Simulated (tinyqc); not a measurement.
What each parameter does: Kane-Mele model of a buckled honeycomb layer in a normal field.

Sublattices A and B lie at +/-b, so the field gives them the energies +/-D, D = e b Ez (in eV for b in angstrom and Ez in V/angstrom); 2 lam is the gap at zero field. Near the valleys tau = +/-1, for spin sz = +/-1: H = hbar v (tau qx sx + qy sy) + m sz_AB with m = D - tau sz lam, hbar v = (sqrt3/2) a t. On the lattice the spin-orbit term is the second-neighbour hopping i (lam/3 sqrt3) nu sz, nu = +/-1 by the sense of the turn. The filled band of one cone contributes tau sign(m)/2 to the Chern number, in the sense Omega = curl of i<u|grad u>. Rashba terms are left out.

Constants: hbar^2/2m0 = 3.80998211 eV angstrom^2.

Parameters, chosen for this exercise: a = 2.96 angstrom (lattice constant); t = 1.08 eV (hopping); lam = 0.14 eV (spin-orbit half gap); b = 0.31 angstrom (half the buckling height); Ez = 0.057 V/angstrom (normal field at the atoms, after screening; 0.01 is 1 MV/cm, and gates reach some 0.05).

Smaller and larger gap, hbar v, and the mass 2c|m|/(hbar v)^2 at the smaller gap, c = hbar^2/2m0.

One parameter was then changed.

Results before and after:
```
case     smaller gap (meV)  larger gap (meV)  hbar v (eV angstrom)  mass (m0)
base               244.660           315.340                2.7685    0.12162
changed            241.126           318.874                2.7685    0.11986
```

Which of these changes was made? (a) Ez = 0.0627 V/angstrom; (b) lam = 0.154 eV; (c) a = 3.256 angstrom; (d) t = 1.188 eV.

Answer: (a) Ez = 0.0627 V/angstrom. Of the candidates, run in turn, only this one gives the changed row.

All candidates:
```
case                    smaller gap (meV)  larger gap (meV)  hbar v (eV angstrom)  mass (m0)
base                              244.660           315.340                2.7685    0.12162
a = 3.256 angstrom                244.660           315.340                3.0454    0.10051
t = 1.188 eV                      244.660           315.340                3.0454    0.10051
lam = 0.154 eV                    272.660           343.340                2.7685    0.13554
Ez = 0.0627 V/angstrom            241.126           318.874                2.7685    0.11986
```

Computed by tinyqc, a small Python program: `OMP_NUM_THREADS=1 python tinyqc.py 1481307 1481308 out.jsonl` (the numbers bound the seed that draws the inputs); one thread of a shared host (Intel(R) Xeon(R) Processor @ 2.30GHz), about 0.02 s for the whole set of steps.
